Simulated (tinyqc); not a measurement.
Single-domain magnet: Stoner-Wohlfarth switching, Neel-Arrhenius retention, LLG dynamics and spin torque: one step, computed by the program tinyqc.

The moment is uniform, with unit vector m; z is the easy axis. mu_0 = 1.25663706212e-6 T m/A, gamma = 1.76085963023e11 rad/(s T).

Task: Spin-transfer switching. For axial symmetry and a polariser along z: I_c0 = (4 e alpha/(hbar eta)) K_eff V; relaxation time tau_D = (1 + alpha^2)/(alpha gamma mu_0 H_K); thermal start angle theta_0 = 1/sqrt(2 Delta); switching time about tau_D ln(pi/(2 theta_0))/(I/I_c0 - 1); precession frequency gamma mu_0 H_K/(2 pi (1 + alpha^2)).

Inputs (values chosen for the exercise, for a model magnet):
```
quantity                    value  unit
temperature T                  77     K
damping alpha               0.021     -
spin-torque efficiency eta   0.45     -
drive I/I_c0                  2.3     -
```

Shape: thin disc, easy axis normal to it.

K_eff = 32.68324 kJ/m^3

volume V = 534.0708 nm^3

stability factor Delta = 16.41912

anisotropy field mu_0 H_K = 0.1602120 T

Constants: e = 1.602176634e-19 C; hbar = 1.054571817e-34 J s.

Give: critical current I_c0; Delta/I_c0; tau_D; switching time, estimate; precession frequency.

Result:

critical current I_c0 = 4.950 microampere

Delta/I_c0 = 3.317 1/microampere

tau_D = 1.689 ns

switching time, estimate = 2.854 ns

precession frequency = 4.488 GHz

Caution: a flat cylinder has a smaller N_z than the spheroid of the same t/d, so K_eff of a real disc is larger.
